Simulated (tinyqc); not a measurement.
The choice of windows: ionisation potential and affinity of a slab from the planar-averaged potential.

A model of the planar-averaged electrostatic energy of an electron in a periodic cell of N1 periods of A (L1 = N1 n1 h) and N2 periods of vacuum (L2 = N2 n2 h), on z_j = j h: V(z) = f VA + (1 - f) VB + F t(z), VA = V1[0] + V1[1] cos(2 pi z/(n1 h)) + V1[2] cos(4 pi z/(n1 h)), VB the same with V2, n2 and z - L1. f = [tanh(z/w) - tanh((z - L1)/w) + tanh((z - L1 - L2)/w)]/2 + 1/2; t(z) = z - L1/2 in A and (L1/L2)(L1 + L2/2 - z) beyond, so that the cell is periodic.

Running mean over n points, periodic: for odd n the plain mean of the n points centred on j; for even n the n + 1 points with half weight at both ends. The macroscopic average applies the mean over n1 points and then over n2 points.

Values chosen for the exercise (gap near that of InAs; the results hold for these values, not for the real material):
- h = 0.3 angstrom (grid step)
- n1 = 6 (grid points per period of A)
- n2 = 7 (grid points per period of the vacuum filter)
- N1 = 4 (periods of A)
- N2 = 4 (periods of vacuum)
- V1 = (-4.69, 2.85, -0.29) eV (mean and two harmonics of the potential in A)
- V2 = (0, 0, 0) eV (the same in vacuum)
- w = 0.51 angstrom (width of the interfaces)
- F = 0 eV/angstrom (slope in A from opposite charges on the two interfaces)

dV read at j = 12 and 38 after means over the numbers of points listed; ripple is the spread over the five points around each.

Results:

| windows | dV (eV) | ripple in A (meV) | ripple in vacuum (meV) |
|---|---|---|---|
| none | 2.130 | 3840 | 0 |
| 6 only | 4.690 | 0 | 0 |
| 7 only | 5.138 | 673 | 0 |
| 7, 8 | 4.616 | 107 | 0 |
| 6, 7 | 4.690 | 1 | 0 |

Which rows can be used, and how does a wrong window show?

The last row matches both periods and lies 0 meV from the value of a thick cell, V2[0] - V1[0] = 4.690 eV. Against it the raw potential errs by -2.56 eV. Within 20 meV of it lie: 6 only. A window one point too long leaves a ripple of 673 meV in A, against 1 meV in the last row: the ripple is the sign to look for. Rows to use, with under 30 meV of ripple in both regions once the tilt is taken off: 6 only and 6, 7. A row with a large ripple can hit the right value only by chance.

Computed by tinyqc, a small Python program: `OMP_NUM_THREADS=1 python tinyqc.py 1850062 1850063 out.jsonl` (the numbers bound the seed that draws the inputs); one thread of a shared host (Intel(R) Xeon(R) Processor @ 2.30GHz), about 0.01 s for the whole set of steps.
